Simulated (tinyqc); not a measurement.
# Anisotropic wet etching of Si(100): plane rates, V-grooves, membranes and undercut, step by step

A worked calculation. Computed by tinyqc, a small Python program that keeps every step. Command: `OMP_NUM_THREADS=1 python tinyqc.py 3003901 3003902 out.jsonl wetetch walk`. One thread of a shared host (Intel(R) Xeon(R) Processor @ 2.30GHz), about 0.01 s of CPU time with the checks. Intermediate numbers are printed to about 5 digits and carried at full precision; extremes and crossings named in words are read from the listed rows.

A long slot opens the mask on a (100) wafer. The floor etches at R100; (111) walls stand at theta = arctan(sqrt2) = 54.7356 degrees to the surface and recede at R111 along their normal.

Inputs (values chosen for the exercise, close to those used for potassium hydroxide solutions):
```
quantity                                                                    value     unit
prefactor k0 of the (100) rate                                            5.8e+08   um/min
activation energy of (100), E                                                0.59       eV
ratio (100)/(111) at 80 C                                                     160        -
extra energy of (111), dE                                                    0.15       eV
ratio (100)/oxide at 80 C                                                     190        -
extra energy of the oxide, dE_ox                                             0.21       eV
corner undercut rate over (100) rate, c                                       2.3        -
bath temperature T                                                             65        C
width w (mask opening along <110>, or membrane width in the design step)       57       um
misalignment of the mask                                                        2  degrees
etch time t                                                                   8.5      min
wafer thickness d                                                             525       um
membrane thickness wanted                                                      49       um
```

Constants: k_B = 8.617333262e-05 eV/K.

## Rates

R100 = k0 exp(-E/(k_B T)); a ratio given at 80 C scales as exp[(extra energy/k_B)(1/T - 1/353.15 K)]; R111 and R_ox follow by division. Temperatures in kelvin are T(C) + 273.15.

R100 = 0.93344 um/min

R111 = 0.0046882 um/min

R_ox = 0.0036174 um/min

anisotropy R100/R111 = 199.10

## Shape after the time t

A misaligned edge exposes ledges and adds R100 sin(misalignment) to the lateral rate (a simple estimate): u = R111/sin(theta) + R100 sin(misalignment). Top width W = w + 2 u t; floor width b = W - 2 z/tan(theta) = W - sqrt2 z. The floor lasts until b = 0, at t_V = w/(sqrt2 R100 - 2u); depth z = R100 t before t_V and W/sqrt2 after.

lateral rate u = 0.038318 um/min

time t_V to close the V = 45.841 min

top width W = 57.651 um

depth z = 7.9342 um

floor width b = 46.431 um

The floor remains; undercut per side is 0.326 um, 4.11 % of the depth.

## Designing a membrane from the back side

Etch depth d - membrane, time = depth/R100; for a membrane as wide as w the opening must be w + sqrt2 depth - 2 u time; oxide mask consumed R_ox x time; a 1 K error changes the depth by the fraction E/(k_B T^2); a convex mask corner, such as that of a mesa, would retreat by c x depth.

time to reach the membrane = 509.94 min

opening needed = 691.09 um

oxide consumed = 1844.7 nm

depth error per kelvin = 28.501 um

retreat of a convex corner = 1094.8 um

The error per kelvin is 58 % of the membrane, so a timed etch cannot hold it and an etch stop is needed. The oxide loss calls for a nitride mask. A corner retreat larger than the depth shows why mesas need compensation structures. Caution: the remaining silicon is too narrow for its thickness to act as a membrane. Caution: rates also depend on concentration, doping, additives and stirring, all held fixed here.

## Speed against selectivity over temperature

Each row etches to the depth d - membrane; undercut per side = (R111/sin(theta) + R100 sin(misalignment)) x time.

Etching to a fixed depth:
```
T (C)  R100 (um/min)  R100/R111  time (h)  undercut (um)  oxide consumed (nm)
30            0.0901     360.73    88.024         18.228                802.7
40            0.1854     300.30    42.794         18.553               1037.6
50            0.3647     252.84    21.754         18.918               1320.2
60            0.6888     215.09    11.517         19.322               1655.5
70            1.2538     184.71     6.328         19.768               2048.9
80            2.2059     160.00     3.596         20.256               2505.3
90            3.7622     139.69     2.109         20.785               3029.6
100           6.2354     122.85     1.272         21.357               3626.4
```

From 30 to 100 C the time falls by a factor 69.2, while the oxide loss grows by 4.52 and the undercut by 1.17: the slower planes and the mask have the higher activation energies, so heat costs selectivity. Misalignment gives 16.6 um of the undercut at any T.

Checks made by the program: depth against time integration (relative difference below 1e-10).
